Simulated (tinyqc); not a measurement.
Effective-mass impurity with a central-cell term, in a basis of Slater functions: one step, computed by the program tinyqc. Command: `OMP_NUM_THREADS=1 python tinyqc.py 3006201 3006202 out.jsonl centralcell walk`. One thread of a shared host (Intel(R) Xeon(R) Processor @ 2.30GHz), about 0.01 s of CPU time with the checks.

The envelope obeys H = -nabla^2 - (2/r) [Z + A exp(-kappa r)] in effective units, with kappa = a*/lambda; positive A deepens the well near the core.

Question. Matrices over the s basis. zeta_i = zeta_1 beta^(i-1), i = 1..n. For s functions exp(-zeta r), with s = zeta_i + zeta_j: S = 2/s^3, T = zeta_i zeta_j S, V = -2 Z/s^2, W = -2 A/(s + kappa)^2; each function is normalised by dividing by sqrt(S_ii S_jj).

Inputs (values chosen for the exercise, with mass and screening modelled on InAs):

| quantity | value | unit |
|---|---|---|
| charge Z of the core | 1 | - |
| central-cell strength A | 10 | - |
| basis size n | 2 | - |
| smallest exponent zeta_1 | 0.54 | 1/a* |
| ratio beta of exponents | 2.9 | - |

Impurity: donor, one isotropic band.

kappa = 147.1617 1/a*

Give: exponents; overlap S; kinetic T; Coulomb V; central cell W.

Answer.

exponents (1/a*): 0.54  1.566

overlap S:
```
       1      2
1  1.000  0.666
2  0.666  1.000
```

kinetic T (Ry*):
```
        1         2
1  0.2916    0.5632
2  0.5632  2.452356
```

Coulomb V (Ry*):
```
        1       2
1   -1.08  -1.403
2  -1.403  -3.132
```

central cell W (Ry*):
```
            1          2
1  -5.732e-04  -0.002792
2   -0.002792   -0.01360
```
